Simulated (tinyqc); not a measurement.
## Resistance of a tapered via with liner, size effect and interface: via resistance against the interface resistivity at the bottom

A round via whose diameter grows from db at the bottom as D(z) = db + 2 z/tan(ang). The fill, of diameter D - 2 tl, starts above the bottom liner (thickness fb tl) and has rho = rho0 (1 + ks lam/(D - 2 tl)); the sidewall liner conducts in parallel with it. The bottom liner and the interface are crossed over the full area pi db^2/4. Spreading in the lines above and below is left out.

Slices between z0 = fb tl and hv, evaluated at their midpoints: conductance per length pi/4 [(D - 2 tl)^2/rho + (D^2 - (D - 2 tl)^2)/rl], slice resistance = slice height over that. 2000 slices. R_fill = sum of the slices; R_bottom = rl fb tl/(pi db^2/4); R_interface = ri/(pi db^2/4); ballistic (Sharvin) limit 1/(Sb pi (db - 2 tl)^2/4); ideal cylinder rho0 hv/(pi db^2/4).

Parameters, values chosen for the exercise; fill metal close to molybdenum: diameter at the bottom db = 9.9 nm; height hv = 34 nm; sidewall angle ang = 88 degrees; bulk resistivity of the fill rho0 = 5.43 uohm cm; mean free path of the fill lam = 11 nm; size-effect factor ks = 1.5; liner on the sidewall tl = 0.1 nm; liner at the bottom over that on the sidewall fb = 0.7; resistivity of the liner rl = 340 uohm cm; ballistic conductance per area, about 3/(4 rho0 lam) Sb = 1.3e15 S/m^2.

The same in every row: R_fill (ohm) = 50.64; R_bottom (ohm) = 3.092; ballistic limit (ohm) = 10.41.

Results:
```
ri (ohm cm^2),R_interface (ohm),R (ohm),R over ideal cylinder,largest part
2e-13,0.2598,53.99,2.251,fill
5e-13,0.6495,54.38,2.267,fill
1e-12,1.299,55.03,2.294,fill
2e-12,2.598,56.33,2.349,fill
1e-11,12.99,66.72,2.782,fill
3e-11,38.97,92.70,3.865,fill
```

Estimate the missing row, ri = 6e-12 ohm cm^2.

Computed row:
```
ri (ohm cm^2),R_interface (ohm),R (ohm),R over ideal cylinder,largest part
6e-12,7.795,61.52,2.565,fill
```

With this row back in the table: R rises from 54.0 to 92.7 ohm. The fill is the largest part at ri = 2e-13 and in all other rows. The share of the two bottom terms goes from 6.21 to 45.4 %.

Computed by the program tinyqc: `OMP_NUM_THREADS=1 python tinyqc.py 2750132 2750133 out.jsonl`, one thread of a shared Intel Xeon 2.30GHz, about 0.01 s for the whole run.
